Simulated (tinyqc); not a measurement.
Charge neutrality level from zone-averaged pseudopotential bands: one step. The neutrality level. Five cases, with inputs chosen for the exercise.

Question. Energies are counted from the valence top at Gamma. E_N = (1/2) weighted mean of [E5 + (E3 + E4)/2]. Compare with half the smallest indirect gap, min(Delta/X, L)/2, and give the barrier for electrons in the limit of full pinning, min(gaps) - E_N.

Give: mean of E5; mean of (E3 + E4)/2; E_N; half the indirect gap; pinned barrier for electrons.

Case 1.

Levels (eV):
```
kx              ky        kz  weight         E3         E4        E5        E6
0.125000  0.125000  0.125000       2  -0.179401  -0.179401  2.482107  4.757792
0.375000  0.125000  0.125000       6  -0.939622  -0.937219  3.260199  4.208845
0.375000  0.375000  0.125000       6  -1.785634  -0.568455  3.127666  5.084085
0.375000  0.375000  0.375000       2  -0.824227  -0.824227  1.872280  5.120980
0.625000  0.125000  0.125000       6  -2.066322  -1.703233  2.603256  3.923533
0.625000  0.375000  0.125000      12  -2.664915  -1.449605  3.773256  4.631442
0.625000  0.375000  0.375000       6  -1.863672  -1.192834  2.722657  4.734112
0.625000  0.625000  0.125000       6  -3.232405  -1.449773  2.952038  6.038300
0.875000  0.125000  0.125000       6  -2.706573  -2.127741  2.110993  3.103799
0.875000  0.375000  0.125000      12  -3.248492  -2.276174  3.450210  5.304731
```

gaps to Gamma, Delta/X, L (eV): [1.508437, 1.810950, 1.720920]

Answer.

mean of E5 = 3.0633 eV
mean of (E3 + E4)/2 = -1.8994 eV
E_N = 0.5819 eV
half the indirect gap = 0.8605 eV
pinned barrier for electrons = 0.9265 eV

E_N lies at 39 % of the gap from the valence top, so pinned contacts have the lower barrier for holes. The two estimates differ by 0.28 eV; both rules are good to a few tenths of an eV only, so a position within that distance of a band edge or of mid-gap is not settled. Local form factors place the indirect gaps only to a few tenths of an eV, and E_N moves with them. Spin-orbit coupling, left out, would lift the valence top by a third of its splitting.

Case 2.

Levels (eV):
```
kx              ky        kz  weight         E3         E4        E5        E6
0.166667  0.166667  0.166667       2  -0.214192  -0.214192  1.983461  4.588979
0.500000  0.166667  0.166667       6  -1.175283  -0.977281  2.867912  4.057581
0.500000  0.500000  0.166667       6  -1.875659  -0.738447  2.820251  4.672698
0.500000  0.500000  0.500000       1  -0.703970  -0.703970  1.529183  4.749099
0.833333  0.166667  0.166667       6  -2.163480  -1.531766  2.363778  3.611301
0.833333  0.500000  0.166667       6  -2.462643  -1.573399  3.866452  4.311533
```

gaps to Gamma, Delta/X, L (eV): [0.717878, 1.963191, 1.529183]

Answer.

mean of E5 = 2.8521 eV
mean of (E3 + E4)/2 = -1.4306 eV
E_N = 0.7107 eV
half the indirect gap = 0.7646 eV
pinned barrier for electrons = 0.0071 eV

E_N lies at 99 % of the gap from the valence top, so pinned contacts have the lower barrier for electrons. The two estimates differ by 0.05 eV; both rules are good to a few tenths of an eV only, so a position within that distance of a band edge or of mid-gap is not settled. Local form factors place the indirect gaps only to a few tenths of an eV, and E_N moves with them. Spin-orbit coupling, left out, would lift the valence top by a third of its splitting.

Case 3.

Levels (eV):
```
kx              ky        kz  weight         E3         E4        E5        E6
0.125000  0.125000  0.125000       2  -0.173883  -0.173883  3.422539  5.519195
0.375000  0.125000  0.125000       6  -0.950061  -0.906871  3.933887  5.158244
0.375000  0.375000  0.125000       6  -1.800020  -0.549442  3.953300  5.687549
0.375000  0.375000  0.375000       2  -0.817578  -0.817578  2.720433  5.593170
0.625000  0.125000  0.125000       6  -2.119020  -1.752877  3.125009  4.396299
0.625000  0.375000  0.125000      12  -2.748781  -1.471488  4.437354  5.153612
0.625000  0.375000  0.375000       6  -1.839002  -1.204941  3.467917  5.203149
0.625000  0.625000  0.125000       6  -3.401231  -1.476863  3.473990  6.691452
0.875000  0.125000  0.125000       6  -2.837984  -2.198912  2.522258  3.530660
0.875000  0.375000  0.125000      12  -3.482652  -2.358226  3.924263  5.784668
```

gaps to Gamma, Delta/X, L (eV): [2.656706, 2.201284, 2.565044]

Answer.

mean of E5 = 3.6794 eV
mean of (E3 + E4)/2 = -1.9603 eV
E_N = 0.8595 eV
half the indirect gap = 1.1006 eV
pinned barrier for electrons = 1.3417 eV

E_N lies at 39 % of the gap from the valence top, so pinned contacts have the lower barrier for holes. The two estimates differ by 0.24 eV; both rules are good to a few tenths of an eV only, so a position within that distance of a band edge or of mid-gap is not settled. Local form factors place the indirect gaps only to a few tenths of an eV, and E_N moves with them. Spin-orbit coupling, left out, would lift the valence top by a third of its splitting.

Case 4.

Levels (eV):
```
kx              ky        kz  weight         E3         E4        E5        E6
0.166667  0.166667  0.166667       2  -0.290793  -0.290793  3.332308  5.629467
0.500000  0.166667  0.166667       6  -1.578687  -1.361865  3.587424  5.497324
0.500000  0.500000  0.166667       6  -2.562850  -0.988536  3.819944  5.496998
0.500000  0.500000  0.500000       1  -0.931589  -0.931589  2.469720  5.323423
0.833333  0.166667  0.166667       6  -3.083008  -2.118190  2.556317  4.165565
0.833333  0.500000  0.166667       6  -3.518124  -2.226910  4.762928  5.024034
```

gaps to Gamma, Delta/X, L (eV): [2.532056, 1.999636, 2.469720]

Answer.

mean of E5 = 3.6109 eV
mean of (E3 + E4)/2 = -1.9936 eV
E_N = 0.8086 eV
half the indirect gap = 0.9998 eV
pinned barrier for electrons = 1.1910 eV

E_N lies at 40 % of the gap from the valence top, so pinned contacts have the lower barrier for holes. The two estimates differ by 0.19 eV; both rules are good to a few tenths of an eV only, so a position within that distance of a band edge or of mid-gap is not settled. Local form factors place the indirect gaps only to a few tenths of an eV, and E_N moves with them. Spin-orbit coupling, left out, would lift the valence top by a third of its splitting.

Case 5.

Levels (eV):
```
kx              ky        kz  weight         E3         E4        E5        E6
0.166667  0.166667  0.166667       2  -0.457706  -0.457706  2.819267  4.007689
0.500000  0.166667  0.166667       6  -2.108060  -1.860880  2.276256  4.470344
0.500000  0.500000  0.166667       6  -3.251865  -1.382535  2.818961  4.539956
0.500000  0.500000  0.500000       1  -1.297430  -1.297430  1.804663  3.849394
0.833333  0.166667  0.166667       6  -3.874118  -2.737293  1.221441  2.979461
0.833333  0.500000  0.166667       6  -4.269019  -2.944992  3.633425  4.032083
```

gaps to Gamma, Delta/X, L (eV): [3.297534, 0.710406, 1.804663]

Answer.

mean of E5 = 2.4868 eV
mean of (E3 + E4)/2 = -2.5740 eV
E_N = -0.0436 eV
half the indirect gap = 0.3552 eV
pinned barrier for electrons = 0.7540 eV

E_N lies below the valence top by 0.044 eV. The two estimates differ by 0.40 eV; both rules are good to a few tenths of an eV only, so a position within that distance of a band edge or of mid-gap is not settled. Local form factors place the indirect gaps only to a few tenths of an eV, and E_N moves with them. Spin-orbit coupling, left out, would lift the valence top by a third of its splitting.

Computed by tinyqc, one run a case: `OMP_NUM_THREADS=1 python tinyqc.py N N+1 out.jsonl` with N = 1850803, 1850804, 1850809, 1850847, 1850877; one thread of a shared Intel(R) Xeon(R) Processor @ 2.30GHz, about 0.09 s a run at most.
